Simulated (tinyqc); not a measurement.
# Worked calculation: small-signal admittance of a forward-biased p+-n diode

Computed by the program tinyqc: `OMP_NUM_THREADS=1 python tinyqc.py 2890193 2890194 out.jsonl`, one thread of a shared Intel Xeon 2.30GHz, about 0.01 s for the whole run. Printed values are rounded.

Holes injected into a neutral base of width wb with an ohmic contact at its end; low injection, p0 far above the equilibrium density. A small voltage v exp(i w t), w = 2 pi f, modulates the edge density by p0 v/Vt, and the small-signal density obeys Dp d2p/dx2 = (1/tau + i w) p.

Inputs (values chosen for the exercise); permittivity close to that of gallium arsenide: temperature T = 300 K; relative permittivity eps_r = 12.9; donor density of the base Nd = 5.3e15 cm^-3; hole diffusion coefficient Dp = 5.5 cm^2/s; hole lifetime tau = 1e-7 s; width of the neutral base wb = 12 um; excess hole density at the junction edge p0 = 1.5e14 cm^-3; acceptor density of the p+ side Na = 4e18 cm^-3; signal frequency f = 2.9e5 Hz.

Constants: q = 1.602176634e-19 C, kB = 1.380649e-23 J/K, Vt = kB T/q, eps0 = 8.8541878128e-14 F/cm where lengths are in cm. Results are converted to the units shown.

## Closed-form admittance

L = sqrt(Dp tau); direct current J = (q Dp p0/L) coth(wb/L); k = sqrt(1 + i w tau)/L; diffusion admittance Y = (q Dp p0/Vt) k coth(k wb) = G + i w C_diff; junction capacitance C_j = sqrt(q eps0 eps_r Nd/(2 Vr)) in the depletion approximation, with the remaining barrier Vr = Vt ln(Na/p0), a rough value under forward bias; base-width modulation is left out.

L = 7.41620 um
J = 0.192819 A/cm^2
k wb = 1.62473+0.14681i
Y = 7.46976+0.50596i S/cm^2
C_diff = 0.277674 uF/cm^2
C_j = 0.0429031 uF/cm^2

G is 1.00 times its low-frequency value J/Vt, and C_diff is 6.47 times C_j.

## The same by finite differences

9 equal intervals, h = wb/9; u = small-signal density over its edge value, u_0 = 1, u_9 = 0; u_(i-1) + b u_i + u_(i+1) = 0 with b = -2 - h^2 (1/tau + i w)/Dp; Y = (q Dp p0/(Vt h)) (-b/2 - u_1), which includes the half box at the edge.

b = -2.03232-0.00589i

| node | u |
|---|---|
| 1 | 0.820524-0.010448i |
| 2 | 0.667631-0.016402i |
| 3 | 0.536416-0.018953i |
| 4 | 0.422650-0.018958i |
| 5 | 0.322657-0.017086i |
| 6 | 0.233195-0.013866i |
| 7 | 0.151352-0.009721i |
| 8 | 0.074458-0.004999i |

Y on the mesh = 7.50212+0.51359i S/cm^2

Against the closed form the real part is 0.43 % above it and the imaginary part 1.5 % above it; |k h| = 0.18.
